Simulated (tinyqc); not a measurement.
Order-disorder in a binary alloy on two sublattices: Bragg-Williams and pair (quasi-chemical) approximations: one step, computed by the program tinyqc.

All z = 8 neighbours of a site lie on the other sublattice. B fills the sublattices with x + eta/2 and x - eta/2; energies are per site, from the pure components: u = -z w y with y the probability of an A-B bond taken in one order.

Question. Critical temperatures. Bragg-Williams: k_B T_c = 2 z w x (1 - x). Pair approximation at x = 1/2: k_B T_c = w/ln(z/(z - 2)).

Inputs (values chosen for the exercise, for a model alloy): ordering energy w = (e_AA + e_BB)/2 - e_AB = 17.4 meV; fraction x of B = 0.4.

Lattice: bcc (B2 order, z = 8).

Constants: k_B = 8.617333262e-05 eV/K.

Give: T_c, Bragg-Williams; T_c, pair approximation at x = 1/2.

Answer.

T_c, Bragg-Williams = 775.4 K

T_c, pair approximation at x = 1/2 = 701.9 K

At x = 1/2 the pair value is 0.869 of the Bragg-Williams one; the ratio tends to 1 as z grows.
